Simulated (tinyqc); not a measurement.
Inside a calculation. Model: geometry relaxation of a small cluster. Computed by tinyqc, a small Python program that keeps every step. Command: `OMP_NUM_THREADS=1 python tinyqc.py 3011034 3011035 out.jsonl relax walk`. One thread of a shared host (Intel(R) Xeon(R) Processor @ 2.30GHz), about 0.01 s of CPU time with the checks. Intermediate numbers are printed to about 7 digits and carried at full precision; extremes and crossings named in words are read from the listed rows.

E = sum_(i<j) phi(r_ij), phi(r) = eps [exp(-2 alpha (r - r0)) - 2 exp(-alpha (r - r0))]; the force on i is -sum_j phi'(r_ij) (R_i - R_j)/r_ij.

Inputs (values chosen for the exercise, for model atoms):
```
quantity,value,unit
length r0,2.56,angstrom
well depth eps,0.45,eV
stiffness alpha,1.71,1/angstrom
step factor eta,0.087,angstrom^2/eV
largest number of steps,500,-
```

Potential: Morse. Method: BFGS.

starting positions (angstrom):
```
,x,y,z
atom 1,-0.06,-0.16,0.11
atom 2,2.46,0.09,0.15
atom 3,1.41,2.27,0.22
atom 4,1.23,0.49,2.11
```

## Energy and forces at the start

Evaluate E and the forces at the starting positions.

distances (angstrom): 1-2 2.532686, 1-3 2.842165, 1-4 2.467104, 2-3 2.420702, 2-4 2.348297, 3-4 2.602480

energy at the start = -2.499314 eV

forces (eV/angstrom):
```
,x,y,z
atom 1,-0.0510582,0.2214304,-0.2389227
atom 2,0.8095796,-0.6296585,-0.8187245
atom 3,-0.4228295,0.0935812,0.0739392
atom 4,-0.3356919,0.3146468,0.9837079
```

## The first two steps

BFGS: R(new) = R + B F with the inverse Hessian B = eta 1 at first; with s = R(new) - R, y = F - F(new), rho = 1/(y.s): B(new) = (1 - rho s y^T) B (1 - rho y s^T) + rho s s^T, skipped if y.s is not positive. No atom moves more than 0.3 angstrom a step (the whole step is scaled). Stop when the largest force component is below 1e-5 eV/angstrom.

positions after step 1 (angstrom):
```
,x,y,z
atom 1,-0.064442,-0.140736,0.089214
atom 2,2.530433,0.035220,0.078771
atom 3,1.373214,2.278142,0.226433
atom 4,1.200795,0.517374,2.195583
```

energy after step 1 = -2.630301 eV

positions after step 2 (angstrom):
```
,x,y,z
atom 1,-0.041645,-0.110900,0.084694
atom 2,2.536297,0.019493,0.066204
atom 3,1.347031,2.247564,0.238713
atom 4,1.198317,0.533843,2.200389
```

energy after step 2 = -2.662455 eV

## All steps

The formulas are those given above.

Course of the relaxation:
```
step,E (eV),largest force (eV/angstrom),force calls
0,-2.499314,9.837079e-01,1
1,-2.630301,3.443965e-01,2
2,-2.662455,2.625544e-01,3
3,-2.681658,3.005608e-01,4
4,-2.694870,8.196330e-02,5
5,-2.697275,6.313272e-02,6
6,-2.699439,3.295568e-02,7
7,-2.699900,1.567815e-02,8
8,-2.699989,4.412234e-03,9
9,-2.699994,2.756219e-03,10
10,-2.700000,1.233876e-03,11
11,-2.700000,4.793697e-04,12
12,-2.700000,1.677793e-04,13
13,-2.700000,5.437635e-05,14
14,-2.700000,6.996244e-06,15
```

final positions (angstrom):
```
,x,y,z
atom 1,-0.010422,-0.024777,0.049645
atom 2,2.549316,-0.020262,0.085946
atom 3,1.263045,2.187452,0.244375
atom 4,1.238061,0.547587,2.210034
```

final energy = -2.7 eV

steps = 14

largest force at the end = 6.996244e-06 eV/angstrom

Converged in 14 steps.

## Curvatures at the end

Hessian at the final positions by central differences of the forces; six eigenvalues vanish (translations and rotations). Steepest descent is stable for eta below 2/lambda_max and contracts the softest mode by 1 - eta lambda_min a step.

non-zero eigenvalues (eV/angstrom^2): [2.63170, 2.63170, 5.26341, 5.26341, 5.26341, 10.52682]

condition number = 4.000009

largest stable eta = 0.1899908 angstrom^2/eV

contraction of the softest mode = 0.7710421

All are positive, so the end point is a minimum.

## Four methods from the same start

Steepest descent: R(new) = R + eta F. Conjugate gradient (Polak-Ribiere): d = F + beta d(old), beta = max(0, F.(F - F(old))/|F(old)|^2), d = F at first; step length from one secant, s = eta (F.d)/(F.d - F(R + eta d).d), replaced by eta if that is not positive; R(new) = R + s d. FIRE with unit mass: if F.v > 0, v = (1 - a) v + a |v| F/|F|, and after more than 5 such steps in a row dt = min(1.1 dt, 5 dt0), a = 0.99 a; else v = 0, a = 0.1, and dt = dt/2 (not at the first step). Then v = v + dt F, R(new) = R + dt v. dt0 = sqrt(eta), a = 0.1 at first. In this comparison each method may take up to 1500 steps.

Cost:
```
method,steps,force calls,final E (eV),calls to reach 1e-2
steepest descent,41,42,-2.700000,15
conjugate gradient,12,25,-2.700000,15
BFGS,14,15,-2.700000,9
FIRE,91,92,-2.700000,33
```

In force calls the order is BFGS (15), conjugate gradient (25), steepest descent (42), FIRE (92). All that converged end at the same energy. Near the minimum steepest descent multiplies the slowest mode by 0.771 in size a step, 9 steps a decade of force, at a condition number of 4.0. On this problem it beats FIRE in force calls.

Checks made by the program: forces against finite differences of E (relative difference 1e-09).
